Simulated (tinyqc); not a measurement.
# Changing the residual resistivity rho_0

Model: Bloch-Grueneisen resistivity of a metal. Computed by tinyqc, a small Python program. Command: `OMP_NUM_THREADS=1 python tinyqc.py 3009919 3009920 out.jsonl bg sweep`. One thread of a shared host (Intel(R) Xeon(R) Processor @ 2.30GHz), about 0.01 s of CPU time with the checks.

Electrons scatter from a Debye spectrum of phonons (n = 5 for scattering within one band, n = 3 for scattering into a second, heavy band) and from static defects.

Inputs (values chosen for the exercise, modelled on cobalt):
```
quantity,value,unit
exponent n,3,-
Debye temperature Theta,413,K
transport coupling lambda_tr,0.23,-
Drude plasma energy hbar w_p,6.3,eV
temperature T,77,K
coefficient A of T^2,4.5,picoohm cm/K^2
```

Addition: T^2 term.

Constants: k_B = 1.380649e-23 J/K; hbar = 1.054571817e-34 J s; eps_0 = 8.8541878128e-12 F/m; hbar = 6.582119569e-16 eV s; k_B = 8.617333262e-05 eV/K.

Method:
- J_n(y) = int_0^y x^n e^x/(e^x - 1)^2 dx, by 96 Gauss-Legendre points (upper limit at most 60).
- rho_ph = (n - 1) rho_1 (T/Theta)^n J_n(Theta/T), with rho_1 = 2 pi lambda_tr k_B Theta/(hbar eps_0 w_p^2), the high-temperature line at T = Theta.
- rho = rho_0 + A T^2 + rho_ph.
- Temperature coefficient (1/rho) d rho/dT by a central difference of +/- 0.5 K; residual ratio rho(295 K)/rho(4.2 K); scattering time tau = 1/(eps_0 w_p^2 rho); Wiedemann-Franz kappa = L_0 T/rho, L_0 = (pi^2/3)(k_B/e)^2.

One run for each value:
```
residual resistivity rho_0 (microohm cm),temperature coefficient (1e-3/K),residual resistance ratio,resistivity rho (microohm cm)
0.002,30.12,3.032e+03,0.77
0.0073,29.91,8.973e+02,0.77
0.026,29.20,2.582e+02,0.79
0.095,26.86,7.183e+01,0.86
0.35,20.71,2.026e+01,1.11
1.3,11.17,6.188e+00,2.06
4.6,4.30,2.466e+00,5.36
17,1.30,1.397e+00,17.76
60,0.38,1.112e+00,60.76
```

Describe and explain the trends.

Over the rows, temperature coefficient (1e-3/K) falls from 30.1 to 0.379 (exponent d ln y / d ln x -0.0053 between the first rows and -0.98 between the last); residual resistance ratio falls from 3030 to 1.11 (exponent d ln y / d ln x -0.94 between the first rows and -0.18 between the last); resistivity rho (microohm cm) rises from 0.766 to 60.8 (exponent d ln y / d ln x 0.0053 between the first rows and 0.98 between the last). At the low end the exponent of residual resistance ratio is -0.94, close to -1: a clean metal, where the ratio is rho(295 K)/rho_0. The product rho times the coefficient, d rho/dT, stays at 23.1 nanoohm cm/K: Matthiessen's rule keeps it fixed.

Caution (rows 0.00200, 0.00730, 0.0260, 0.0950, 0.350, 1.30): below about Theta/2 small-angle phonon scattering degrades heat flow more than charge flow, so a thermal conductivity taken from rho by the Wiedemann-Franz law would be too high.
